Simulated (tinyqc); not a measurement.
Hydrogen passivation of interface dangling bonds: competing passivation and dissociation with distributed barriers. Changing the anneal time t. Computed by tinyqc, a small Python program. Command: `OMP_NUM_THREADS=1 python tinyqc.py 3013845 3013846 out.jsonl passiv sweep`. One thread of a shared host (Intel(R) Xeon(R) Processor @ 2.30GHz), about 0.1 s of CPU time with the checks.

P_b + H2 gives P_bH + H at the rate k_f [H2]; P_bH gives P_b + H at the rate k_d. All defects start unpassivated. E_f and E_d are Gaussian and independent.

Inputs (values chosen for the exercise, close to those used for P_b centres at the silicon-oxide interface):
```
quantity                                      value          unit
defect density N0                           1.5e+12        1/cm^2
passivation prefactor k_f0                  4.6e-07        cm^3/s
mean passivation barrier E_f                    1.6            eV
spread sigma_f                                0.064            eV
dissociation prefactor k_d0                 1.3e+13           1/s
mean dissociation barrier E_d                  2.89            eV
spread sigma_d                                0.072            eV
H2 in the oxide per atm, solubility factor    1e+18  1/(cm^3 atm)
hydrogen pressure p                            0.03           atm
anneal temperature T                            375             C
oxide thickness                                 1.9            nm
```

Constants: k_B = 8.617333262e-05 eV/K; e = 1.602176634e-19 C; eps_0 = 8.8541878128e-12 F/m.

Method:
- [H2] = solubility factor x p; a = k_f0 [H2] exp(-E_f/(k_B T)), d = k_d0 exp(-E_d/(k_B T)). For one pair of barriers the active share is y = [d + a exp(-(a + d) t)]/(a + d).
- Temperatures in kelvin are T(C) + 273.15.
- Average y over both Gaussians with 40 x 40 Gauss-Hermite points.
- Active density N0 y; threshold shift if each active defect holds one charge, e N0 y t_ox/(3.9 eps_0).
- Minimise the averaged y over T between 150 and 900 C: find where ln y is equal at T - 0.05 and T + 0.05 C; T is rounded to 0.1 C.

One run for each value:
```
anneal time t (s)  active share y  active share, single barriers  best temperature (C)  least active share
1.00e+00               9.9053e-01                     9.9501e-01                 683.1          3.4145e-04
1.00e+01               9.1656e-01                     9.5124e-01                 603.5          9.3592e-05
1.00e+02               5.5492e-01                     6.0661e-01                 536.7          2.6193e-05
1.00e+03               8.8230e-02                     6.7464e-03                 479.6          7.4871e-06
1.00e+04               1.3559e-03                     8.7800e-08                 430.5          2.1852e-06
1.00e+05               1.4619e-06                     8.7800e-08                 387.7          6.5079e-07
1.00e+06               3.8858e-07                     8.7800e-08                 350.0          1.9768e-07
```

Over the rows, active share y falls from 0.991 to 3.89e-7 (exponent d ln y / d ln x -0.034 between the first rows and -0.58 between the last); active share, single barriers falls from 0.995 to 8.78e-8, flat over part of the range; best temperature (C) falls from 683 to 350 (exponent d ln y / d ln x -0.054 between the first rows and -0.044 between the last). The spread turns a single exponential into a slower, stretched decay. Longer anneals allow a colder optimum with a lower floor.

Caution (all rows): a least active share below 1e-3 is a property of the model; measured passivation levels off well above it. Caution (all rows): atomic hydrogen, which both passivates and depassivates, and further passivation during cooling are left out. Caution (rows 10000, 100000, 1.00e6): single-barrier shares below about 1e-3 are formal; measured passivation levels off well above them. Caution (rows 10000, 100000, 1.00e6): densities below a few 1e9 per cm^2 are formal: other defects set the floor in real interfaces.

Extremes, crossings and ranges named in words are read from the listed rows.
